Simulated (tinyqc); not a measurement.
From results back to parameters: electrons shared among three sets of ellipsoidal valleys. Two cases, with inputs chosen for the exercise.

Problem. With Boltzmann statistics n(L)/n(X) = R exp(-dE/kB T), where R = N_2/N_1 does not depend on T. Two ratios were computed from hidden R and dE.

Constants: kB = 8.617333262e-05 eV/K.

Case 1.

Values chosen (out of a larger set: masses and offsets near those of GaP; mobilities are free inputs, held fixed; not measured data): Ta = 300 K; Tb = 450 K.

ratio at Ta = 4.03802e-07
ratio at Tb = 4.70411e-05

Case 2.

Values chosen (out of a larger set: masses and offsets near those of GaP; mobilities are free inputs, held fixed; not measured data): Ta = 300 K; Tb = 500 K.

ratio at Ta = 9.15713e-07
ratio at Tb = 0.000196561

Find: dE; R.

Solution. dE = kB ln(ratio_b/ratio_a)/(1/Ta - 1/Tb); then R = ratio_a exp(dE/kB Ta).

Case 1.

dE = 0.369 eV
R = 0.638

Case 2.

dE = 0.347 eV
R = 0.618

Computed by tinyqc, one run a case: `OMP_NUM_THREADS=1 python tinyqc.py N N+1 out.jsonl` with N = 1682177, 1682543; one thread of a shared Intel(R) Xeon(R) Processor @ 2.30GHz, about 0.01 s a run at most.
